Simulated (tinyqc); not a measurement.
What an interlayer buys: scattering of inversion-layer electrons by surface optical phonons of the gate insulator (remote phonon scattering). Computed by tinyqc, a small Python program. Command: `OMP_NUM_THREADS=1 python tinyqc.py 3112484 3112485 out.jsonl sophonon walk`. One thread of a shared host (Intel(R) Xeon(R) Processor @ 2.30GHz), about 0.01 s of CPU time with the checks.

One subband with the Fang-Howard envelope; insulator and channel are half-spaces, the gate is far away, and an interlayer only moves the polar surface away by t (its own modes and its permittivity contrast are left out).

Inputs (values chosen for the exercise, modelled on Al2O3 on In0.53Ga0.47As): static constant of the insulator eps_0s = 12.8; intermediate constant eps_i = 7.41; optical constant eps_inf = 3.22; hbar omega_TO1 = 47.3 meV; hbar omega_TO2 = 72.2 meV; constant of the channel eps_s = 13.9; in-plane mass m = 0.0435 m_0; valleys g_v = 1; sheet density n = 7.2e+11 1/cm^2; mean distance of the electrons z0 = 3/b = 5.4 nm; interlayer thickness t = 0 nm; temperature T = 200 K; mobility from other processes = 2220 cm^2/(V s).

Screening by the channel electrons: none.

Constants: k_B = 8.617333262e-05 eV/K; hbar^2/(2 m_0) = 3.80998212 eV angstrom^2; e^2/(4 pi eps_0) = 14.39964548 eV angstrom; hbar = 6.582119569e-16 eV s; e = 1.602176634e-19 C; m_0 = 9.1093837015e-31 kg.

Method:
- eps(w) = eps_inf + (eps_0s - eps_i) w1^2/(w1^2 - w^2) + (eps_i - eps_inf) w2^2/(w2^2 - w^2). Surface modes solve eps(w) + eps_s = 0, a quadratic in w^2; the strength of a mode is g = 2/(w d eps/dw).
- Occupation N = 1/(exp(hbar w/(k_B T)) - 1).
- Density of states D = g_v m/(pi hbar^2); eta = E_F/(k_B T) = ln(exp(n/(D k_B T)) - 1); screening wave number q_s = e^2 D/(2 eps_0 eps_avg) x 1/(1 + exp(-eta)), eps_avg = (eps_s + eps_inf)/2; b = 3/z0.
- For a mode of strength g, without the occupation factor, Area x |M(q)|^2 = e^2 hbar w g/(2 eps_0 q) x (b/(b + q))^6 exp(-2 q t).
- Approximate momentum relaxation rate, taking tau v alike in the initial and final states: 1/tau = (m/(2 pi hbar^3)) sum over modes and over absorption (N, E' = E + hbar w) and emission (N + 1, E' = E - hbar w > 0) of [(1 - f(E'))/(1 - f(E))] int_0^(2 pi) Area |M(q)|^2 (1 - cos theta) d theta, q^2 = k^2 + k'^2 - 2 k k' cos theta, f the Fermi function; 48 midpoints in theta from 0 to pi.
- mu = (e/m) int tau E f (1 - f) dE/(k_B T int f dE), by 300 midpoints from 0 to (max(eta, 0) + 14) k_B T; Matthiessen sum with the other processes.

hbar omega_SO (meV): 1 52.0020, 2 82.0128

strengths g: 1 0.0062908, 2 0.0146673

occupations N: 1 0.0514512, 2 0.0086518

b = 0.555556 1/nm

q_s = 0.172788 1/nm

eta = 2.19326

Against the interlayer thickness:
```
t (nm)  remote-phonon mobility (cm^2/(V s))  total (cm^2/(V s))
0.0                              6.0901e+05              2211.9
0.3                              7.4852e+05              2213.4
0.6                              9.1483e+05              2214.6
1.0                              1.1851e+06              2215.8
1.5                              1.6158e+06              2217.0
2.0                              2.1715e+06              2217.7
3.0                              3.7711e+06              2218.7
```

What follows from these numbers?

1 nm of interlayer raises the remote-phonon mobility by a factor 1.95, as exp(2 q t) with an effective q of 0.33 per nm; between 2 and 3 nm the effective q is 0.28. The total goes from 2210 to 2220 over the first nanometre.

Extremes, crossings and ranges named in words are read from the listed rows.
